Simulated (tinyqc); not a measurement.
Hydrogenic donor in a hard-walled well (variational), step by step. Values are carried at full precision from step to step, so a last printed digit may differ when a step is redone from the rounded ones.

Constants: Ry = 13.60569312 eV; a0 (Bohr radius) = 0.5291772105 angstrom; hbar^2/2m0 = 3.80998211 eV angstrom^2; e^2/(4 pi eps0) = 14.39964547 eV angstrom.

Values chosen for the exercise (near those of InP; shifted at random, so the results belong to these values and not to a real crystal):
```
symbol  value                          unit      meaning
m       0.082                          m0        mass
eps     12.9                                     dielectric constant
L       73                             angstrom  well width
zi      0                              angstrom  position of the donor from the centre
lam     83                             angstrom  trial length
lams    (36, 46, 56, 66, 79, 95, 118)  angstrom  trial lengths
```

## Bulk donor

Ry* = Ry m/eps^2, a* = a0 eps/m, and the subband energy c (pi/L)^2/m with c = hbar^2/2m0.

Ry* = 6.704 meV
a* = 83.25 angstrom
subband energy = 86.05 meV

## One trial length

Trial function cos(pi z/L) exp(-r/lam), r measured from the donor at zi, walls at +/- L/2, one eps everywhere. Counted from the lowest subband, E(lam) = c/(m lam^2) - (q/eps) I0/I1, with I0 the integral of cos^2(pi z/L) exp(-2|z - zi|/lam) over the well and I1 the same with the factor (|z - zi| + lam/2); c = hbar^2/2m0, q = e^2/(4 pi eps0). The binding energy is -E at the minimum.

Evaluate I0, I1 and both terms.

I0 = 28.546 angstrom
I1 = 1457.9 angstrom^2
kinetic term = 6.745 meV
Coulomb term = -21.856 meV
E = -15.112 meV

## Scan and minimum

E for each trial length, then the minimum.

Scan:
```
lam (angstrom)  kinetic (meV)  Coulomb (meV)  E (meV)
36                     35.851        -42.710   -6.859
46                     21.958        -35.262  -13.304
56                     14.816        -30.160  -15.344
66                     10.666        -26.409  -15.742
79                      7.445        -22.775  -15.330
95                      5.148        -19.506  -14.358
118                     3.337        -16.192  -12.856
```

best lam = 65.5 angstrom
binding energy = 15.74 meV
in Ry* = 2.348

At L = 0.88 a* this donor is bound more strongly than in the bulk.

## Checks

- Binding at the centre of a very wide well (200 a*) against Ry*, meV: 6.71 against 6.70.
- Binding in a very thin well (a*/2000) against 4 Ry*, meV: both 26.8.

Run: tinyqc, `OMP_NUM_THREADS=1 python tinyqc.py 1282761 1282762 out.jsonl`; Intel(R) Xeon(R) Processor @ 2.30GHz, one thread, shared host; about 0.01 s of CPU time with all checks.
